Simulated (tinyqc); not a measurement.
# A chain with uneven site energies and dephasing by Buettiker voltage probes: effects of single changes

Sites 1 to 5 form a chain with hopping -t. Lead L joins site 1 and lead R site 5, both semi-infinite chains with hopping -t and site energy 0. Every site carries a probe with self-energy -i Gamma_p/2 that draws no net current. Linear response at zero temperature: mu_L = 1, mu_R = 0 in units of the bias.

Values chosen for this exercise: hopping (matrix element -t) t = 1 eV; site energies 1 to N U = [-0.66, -1.12, -1.13, 0.52, 0.46] eV; Fermi energy E = -0.87 eV; probe broadening Gamma_p gp = 0.35 eV.

Constants: q = 1.602176634e-19 C, h = 6.62607015e-34 J s. Results are converted to the units shown.

Each table varies one quantity; the others keep the values above.

## Coherent and dephased transmission against energy

Sigma = t^2 g(E), g(x) = (x - i sqrt(4 t^2 - x^2))/(2 t^2) for |x| < 2 t and (x - sign(x) sqrt(x^2 - 4 t^2))/(2 t^2) otherwise; Gamma = -2 Im Sigma; G = (E - H - Sigma_L - Sigma_R + i Gamma_p/2)^(-1). With Gamma the broadening by one lead, T_RL = Gamma^2 |G_(5,1)|^2, T_pL = Gamma Gamma_p |G_(p,1)|^2, T_pR = Gamma Gamma_p |G_(p,5)|^2, T_pq = Gamma_p^2 |G_(p,q)|^2 for p != q. No current into probe p: W mu = T_pL with W_pp = T_pL + T_pR + sum_q T_pq and W_pq = -T_pq. Then T_eff = T_RL + sum_p T_pR mu_p, and the resistance is (h/2q^2)/T_eff. Without probes means Gamma_p = 0.

Coherent and dephased transmission against energy:

| E (eV) | T without probes | T_eff |
|---|---|---|
| -1.8 | 0.4009 | 0.2968 |
| -1.5 | 0.5348 | 0.3836 |
| -1.2 | 0.5273 | 0.4201 |
| -0.9 | 0.5967 | 0.4717 |
| -0.6 | 0.7286 | 0.5355 |
| -0.3 | 0.8494 | 0.5832 |
| 0 | 0.8654 | 0.5751 |
| 0.3 | 0.7560 | 0.5073 |
| 0.6 | 0.5257 | 0.3890 |
| 0.9 | 0.2649 | 0.2459 |
| 1.2 | 0.1087 | 0.1333 |
| 1.5 | 0.04302 | 0.06758 |
| 1.8 | 0.01616 | 0.03268 |

What does the comparison show?

Without probes T lies between 0.0162 and 0.865 in these rows, with them between 0.0327 and 0.583. The probes lower it in 10 rows and raise it in 3; the largest relative gain is at E = 1.8 eV, where the coherent value is 0.0162.

## Resistance against length

With Gamma the broadening by one lead, T_RL = Gamma^2 |G_(last,1)|^2, T_pL = Gamma Gamma_p |G_(p,1)|^2, T_pR = Gamma Gamma_p |G_(p,last)|^2, T_pq = Gamma_p^2 |G_(p,q)|^2 for p != q. The list U is repeated k times, each site with its probe.

Resistance against length:

| k | sites | T without probes | T_eff | resistance (kohm) |
|---|---|---|---|---|
| 1 | 5 | 0.6078 | 0.4778 | 27.01 |
| 2 | 10 | 0.1983 | 0.2353 | 54.84 |
| 3 | 15 | 0.05290 | 0.1421 | 90.84 |
| 4 | 20 | 0.01340 | 0.09973 | 129.4 |
| 6 | 30 | 8.341e-4 | 0.06222 | 207.4 |
| 8 | 40 | 5.166e-5 | 0.04522 | 285.4 |
| 12 | 60 | 1.981e-7 | 0.02925 | 441.3 |
| 16 | 80 | 7.595e-10 | 0.02161 | 597.2 |

What does the comparison show, and why?

The resistance rises from 27.0 to 597 kohm, by 7.80 kohm a site between k = 8 and 12 and 7.80 between 12 and 16: Ohm's law, R = R0 + rho N with the extrapolated intercept R0 = -26.4 kohm (h/2q^2 = 12.91 kohm). The intercept differs from h/2q^2, since the ends of the chain scatter differently from its bulk, so no mean free path is read from it. Without probes T has fallen to 7.60e-10.

tinyqc, about 0.01 s, one thread, Intel Xeon 2.30GHz (shared host): `OMP_NUM_THREADS=1 python tinyqc.py 2700027 2700028 out.jsonl`
